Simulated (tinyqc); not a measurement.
Strained alloy layer of InP and GaP on (001) GaAs, model-solid band line-up: gaps, strain and offsets against composition.

The layer is x parts of the first compound and 1 - x of the second, grown coherently on the third as substrate and barrier. Rows of the table: lattice constant a, average valence level Ea on an absolute scale, spin-orbit splitting so, gaps at Gamma, X and L, hydrostatic deformation potentials av and ac (Gamma), shear potential b, elastic constants, electron and heavy-hole (along z) masses. All are interpolated linearly in x; gaps get -C x (1 - x), taken wholly in the conduction band; real line-ups can differ from this model by 0.1 eV or more.

In-plane strain e = (a_substrate - a)/a, e_z = -2 (c12/c11) e, volume change 2 e + e_z. With v = 2 e + e_z and d = 2 b (e_z - e): Eav = Ea + av v; E_hh = Eav + so/3 - d/2; E_lh = Eav - so/6 + d/4 + sqrt(so^2 + so d + 9 d^2/4)/2; E_c = Ea + so/3 + EG + ac v (Gamma). Substrate: E_v = Ea + so/3, E_c = E_v + EG. Well depths: dEc = E_c(substrate) - E_c, dEhh = E_hh - E_v(substrate), dElh likewise; strained Gamma gap E_c - max(E_hh, E_lh); positive values confine carriers in the layer. Matthews-Blakeslee for 60-degree dislocations in a single layer: hc = k (ln(hc/bv) + 1), k = bv (1 - nu/4)/(4 pi |e| (1 + nu)), nu = c12/(c11 + c12), bv = a/sqrt(2); the larger root. The valence offset is the larger of dEhh and dElh; a dash marks |e| under 0.02 % or no root.

Inputs (values chosen for the exercise):
- CG = 0.65 eV (bowing of the Gamma gap)
- CX = 0.2 eV (bowing of the X gap)
- CL = 1.03 eV (bowing of the L gap)

Binary compounds, values chosen for the exercise:
```
              close to InP  close to GaP  close to GaAs
a (angstrom)         5.869         5.451          5.653
Ea (eV)              -7.04          -7.4          -6.92
so (eV)              0.109        0.0811          0.341
EG (eV)               1.36          2.81           1.42
EX (eV)               2.21          2.27            1.9
EL (eV)               1.94          2.57           1.73
av (eV)               1.26          1.69           1.17
ac (eV)              -5.09          -7.1          -7.11
b (eV)               -1.72         -1.81          -1.72
c11 (GPa)             99.6           142            117
c12 (GPa)             56.2          61.6           53.4
me (m0)             0.0791         0.129         0.0672
mh (m0)              0.537         0.334           0.35
```

Gaps, strain and offsets against composition:
columns A: x; B: e (%); C: relaxed Gamma gap (eV); D: lower of X and L gaps (eV); E: strained Gamma gap (eV); F: E_hh - E_lh (meV); G: dEc (eV); H: valence offset (eV); I: hc (nm)
```
A           B      C      D      E       F         G        H     I
0.25    1.755  2.326  2.217  2.071  -159.0   -0.3059  -0.3454  4.21
0.31    1.298  2.221  2.154  2.040  -114.3   -0.2594  -0.3609  6.40
0.38   0.7694  2.106  2.088  2.005  -64.12   -0.2082  -0.3764  12.8
0.44   0.3209  2.012  2.039  1.973  -24.59   -0.1670  -0.3857  38.1
0.5   -0.1237  1.923  1.998  1.928   8.215   -0.1282  -0.3795   119
0.56  -0.5643  1.838  1.963  1.860   30.45  -0.09204  -0.3483  19.0
0.62   -1.001  1.758  1.937  1.795   43.06  -0.05839  -0.3166  9.06
0.69   -1.506  1.670  1.915  1.721   51.17  -0.02238  -0.2789  5.21
0.75   -1.934  1.601  1.904  1.660   55.53  0.005670  -0.2460  3.64
```

What does the table show?

The relaxed Gamma gap falls from 2.33 to 1.60 eV and the strained one falls from 2.07 to 1.66 eV. The lattice matches the substrate at x = 0.483; the heavy hole is on top where the layer is compressed (e < 0) and the light hole where it is stretched. The relaxed alloy turns direct at x = 0.404. dEc rises from -0.306 to 0.00567 eV and the valence offset goes from -0.345 through a minimum of -0.386 (at x = 0.44 among the rows listed) to -0.246 eV. At the largest strain listed, -1.93 %, strain changes the gap by 59.7 meV. For x = 0.25, 0.31, 0.38 the lowest conduction valley of the relaxed alloy is X or L, so the gap and dEc listed hold for Gamma only.

Program tinyqc, `OMP_NUM_THREADS=1 python tinyqc.py 2690108 2690109 out.jsonl`; Intel Xeon 2.30GHz, shared host, one thread, about 0.01 s.
